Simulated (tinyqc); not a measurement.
Hueckel theory of the pi electrons, for the molecule c1c[cH+]ccnc1 (SMILES; centres numbered as the heavy atoms are written), step by step. One step of it, computed by the program tinyqc.

Task: Energy, charges, bond orders. E = sum n x; q_r = z_r - P_rr; bond order p = P_rs; free valence = sqrt(3) - sum of p over the bonds of the atom.

x values: 2.094128  1.387815  1.246980  -0.308664  -0.445042  -1.683278  -1.801938

occupations: 2.000000  2.000000  2.000000  0.000000  0.000000  0.000000  0.000000

charge and bond-order matrix P:
```
,1C,2C,3C,4C,5C,6N,7C
1C,0.854580,0.658640,0.175205,-0.231688,-0.256398,0.130570,0.614721
2C,0.658640,0.829694,0.614546,0.175205,-0.187593,-0.231512,0.200091
3C,0.175205,0.614546,0.829694,0.658640,0.200091,-0.231512,-0.187593
4C,-0.231688,0.175205,0.658640,0.854580,0.614721,0.130570,-0.256398
5C,-0.256398,-0.187593,0.200091,0.614721,0.785059,0.653814,0.086475
6N,0.130570,-0.231512,-0.231512,0.130570,0.653814,1.061333,0.653814
7C,0.614721,0.200091,-0.187593,-0.256398,0.086475,0.653814,0.785059
```

Centres:
```
centre,"z_r, pi electrons of the neutral centre",h
1C,1,0.000000
2C,1,0.000000
3C,1,0.000000
4C,1,0.000000
5C,1,0.000000
6N,1,0.490000
7C,1,0.000000
```

Bonds:
```
i,j,k
1,2,1
2,3,1
3,4,1
4,5,1
5,6,1
6,7,1
7,1,1
```

Give: pi energy = 6 alpha + this times beta; pi charges; Bond orders and lengths from R = 1.517 - 0.180 p; free valence of the carbons; gap between the highest filled and the next level.

Result:

pi energy = 6 alpha + this times beta = 9.4578

pi charges: 1C 0.1454, 2C 0.1703, 3C 0.1703, 4C 0.1454, 5C 0.2149, 6N -0.0613, 7C 0.2149

Bond orders and lengths from R = 1.517 - 0.180 p (angstrom, C-C alone):
```
bond,p,R
1-2,0.6586,1.3984
2-3,0.6145,1.4064
3-4,0.6586,1.3984
4-5,0.6147,1.4064
5-6,0.6538,-
6-7,0.6538,-
7-1,0.6147,1.4064
```

free valence of the carbons: 1C 0.4587, 2C 0.4589, 3C 0.4589, 4C 0.4587, 5C 0.4635, 7C 0.4635

gap between the highest filled and the next level = 1.5556 |beta|
